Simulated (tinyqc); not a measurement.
Worked calculation: tight binding, honeycomb lattice. One step of it, computed by the program tinyqc.

Problem. Levels at k. Diagonalise the Hermitian matrix.

H(k) at k (eV):
```
                     A                    B
A             0.000000  -5.096859+3.285841i
B  -5.096859-3.285841i             0.000000
```

Give: eigenvalues; weights |c|^2 of the basis functions.

Solution.

eigenvalues (eV): -6.064  6.064

weights |c|^2 of the basis functions:
```
   band 1  band 2
A   0.500   0.500
B   0.500   0.500
```
